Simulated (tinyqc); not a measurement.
## Charge pumping in an n-channel transistor: effect of temperature

The gate is pulsed from accumulation to inversion and back. Energies E are counted from the intrinsic level; Dit(E) = D0 [1 + b (2 E/Eg)^2]. During each edge the traps near the bands emit their carriers, and those between Eh and Ee recombine once a cycle.

Nc and Nv are given at 300 K and scale as T^1.5, vth as T^0.5; Eg and the cross-sections are held. ni = sqrt(Nc Nv) exp(-Eg/(2 Vt)), Eg in volts; emission times te = (dV/Va) tf and th = (dV/Va) tr; Ee = -Vt ln(vth sn ni te), Eh = +Vt ln(vth sp ni th). Nit = integral of Dit from Eh to Ee = D0 [Ee - Eh + 4 b (Ee^3 - Eh^3)/(3 Eg^2)], Qcp = q A Nit, Icp = f Qcp.

Inputs (values chosen for the exercise); band and dielectric values close to those of germanium: band gap Eg = 0.657 eV; conduction-band density of states at 300 K Nc = 1.02e19 cm^-3; valence-band density of states at 300 K Nv = 5.99e18 cm^-3; gate area A = 60 um^2; trap density at midgap D0 = 7.8e11 cm^-2 eV^-1; rise of the trap density towards the band edges b = 0; cross-section for electrons sn = 1e-15 cm^2; cross-section for holes sp = 3.8e-15 cm^2; thermal velocity at 300 K, one nominal value for electrons and holes vth = 1.9e7 cm/s; Vth - Vfb dV = 0.95 V; pulse height Va = 2.8 V; frequency f = 1.7e6 Hz; rise time tr = 11 ns; fall time tf = 51 ns.

Constants: q = 1.602176634e-19 C, kB = 1.380649e-23 J/K, Vt = kB T/q. Results are converted to the units shown.

Result of one run:
```
T (K)	Ee (eV)	Eh (eV)	Nit (cm^-2)	Icp (pA)
220	0.1914	-0.1952	3.015e11	4.928e4
```

What becomes of these results when the temperature T is changed from 220 to 340 K, all else the same?

Result of the changed run:
```
T (K)	Ee (eV)	Eh (eV)	Nit (cm^-2)	Icp (pA)
340	0.09112	-0.09695	1.467e11	2.397e4
```

The whole series:
```
T (K)	Ee (eV)	Eh (eV)	Nit (cm^-2)	Icp (pA)
180	0.2226	-0.2256	3.496e11	5.713e4
220	0.1914	-0.1952	3.015e11	4.928e4
260	0.1590	-0.1635	2.515e11	4.110e4
300	0.1255	-0.1307	1.998e11	3.266e4
340	0.09112	-0.09695	1.467e11	2.397e4
380	0.05591	-0.06243	9.230e10	1.508e4
```

The window Ee - Eh shrinks from 0.448 to 0.118 eV, since emission is faster when hot, and Icp falls from 57100 to 15100 pA.

Range of the model: The Fermi levels of inversion and accumulation are taken to lie beyond Ee and Eh, the flat tops to fill all traps, and no geometric current is added.

Computed by the program tinyqc: `OMP_NUM_THREADS=1 python tinyqc.py 2030070 2030071 out.jsonl`, one thread of a shared Intel Xeon 2.30GHz, about 0.01 s for the whole run.
